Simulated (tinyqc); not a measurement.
Frequency dispersion of an accumulation capacitance by border traps, distributed model: two steps of the calculation.

Traps spread evenly through the insulator exchange electrons with the semiconductor by tunnelling, with tau(x) = t0 exp(2 ka x) at depth x from the interface. The admittance per area Y seen at depth x obeys dY/dx = -Y^2/(i w eps0 eox) + q Nb ln(1 + i w tau)/tau, with Y(0) = i w Cs and w = 2 pi f; the gate sees Y(tox) = G + i w C. Working variable y = Y/(i w), in uF/cm^2. Cox = eps0 eox/tox.

Parameters, values chosen for the exercise; permittivity close to that of silicon dioxide:
- eox = 3.83 (relative permittivity of the insulator)
- tox = 6.1 nm (insulator thickness)
- Cs = 1.2 uF/cm^2 (semiconductor capacitance in accumulation)
- Nb = 4.7e18 cm^-3 eV^-1 (density of border traps)
- ka = 4.6 1/nm (decay constant of the wave function in the insulator)
- t0 = 1e-9 s (time constant of a trap at the interface)
- f = 1000 Hz (frequency)
- xe = 1.8 nm (depth down to which the steps are taken)

Constants: q = 1.602176634e-19 C, eps0 = 8.8541878128e-14 F/cm where lengths are in cm. Results are converted to the units shown.

Problem 1. Scales and lumped estimate. Cox; trap-free value 1/(1/Cox + 1/Cs); response depth d = ln(1/(w t0))/(2 ka), where w tau = 1; lumped estimate: all traps within d act as C_bt = q Nb d placed at d/2, so C = 1/{1/[1/(1/Cs + d/(2 eps0 eox)) + C_bt] + (tox - d/2)/(eps0 eox)}.

Give: Cox; trap-free C; d; C_bt; lumped C.

Solution 1.

Cox = 0.5559 uF/cm^2
trap-free C = 0.3799 uF/cm^2
d = 1.302 nm
C_bt = 0.09804 uF/cm^2
lumped C = 0.3939 uF/cm^2

The traps within reach amount to 0.0817 Cs and lie in the first 21.3 % of the insulator.

Problem 2. Capacitance and conductance at the gate. Beyond xe the traps are ignored, so 1/y(tox) = 1/y(xe) + (tox - xe)/(eps0 eox); C = Re y, G/w = -Im y, loss tangent G/(w C).

y at xe = 0.79515478-0.01016987i uF/cm^2

Wanted: y at the gate; C; G/w; loss tangent.

Solution 2.

y at the gate = 0.3960-0.0025i uF/cm^2
C = 0.3960 uF/cm^2
G/w = 0.002521 uF/cm^2
loss tangent = 0.006368

Numbers from tinyqc (`OMP_NUM_THREADS=1 python tinyqc.py 2202159 2202160 out.jsonl`; about 0.4 s on one thread of a shared Intel Xeon 2.30GHz).
